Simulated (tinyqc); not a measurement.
Vacuum evaporation: vapour pressure, source flux, thickness distribution, purity and step coverage: one step, computed by the program tinyqc.

Molecular flow, unit sticking of the metal, no re-evaporation. The background gas is taken as water vapour (18.015 g/mol, collision diameter 0.37 nm) at 300 K.

Task: Rate and uniformity on a fixed wafer above the source. A small source emits (n + 1) Phi area cos^n(phi)/(2 pi) per solid angle; on a parallel plane at height h and lateral distance l the arrival rate is (n + 1) Phi area/(2 pi h^2) x (1 + (l/h)^2)^(-(n + 3)/2). Growth rate = arrival rate x m/rho, m = M u. The wafer is fixed and centred above the source.

Inputs (values chosen for the exercise, modelled on gold, with constants for the liquid):
```
quantity                     value    unit
molar mass M                196.97   g/mol
film density rho              19.3  g/cm^3
source temperature T          1570       K
source area                   0.12    cm^2
directionality n                 2       -
source-to-wafer distance h      60      cm
wafer radius R                 7.5      cm
```

flux Phi = 9.642569e+16 1/(cm^2 s)

Constants: u = 1.6605390666e-27 kg.

Give: arrival rate at the centre; growth rate at the centre; edge over centre; non-uniformity (max - min)/(max + min); share of the material that lands on the wafer, 1 - (1 + (R/h)^2)^(-(n + 1)/2).

Result:

arrival rate at the centre = 1.535e+12 1/(cm^2 s)

growth rate at the centre = 2.601e-04 nm/s

edge over centre = 0.9620

non-uniformity (max - min)/(max + min) = 1.938 %

share of the material that lands on the wafer, 1 - (1 + (R/h)^2)^(-(n + 1)/2) = 2.299 %
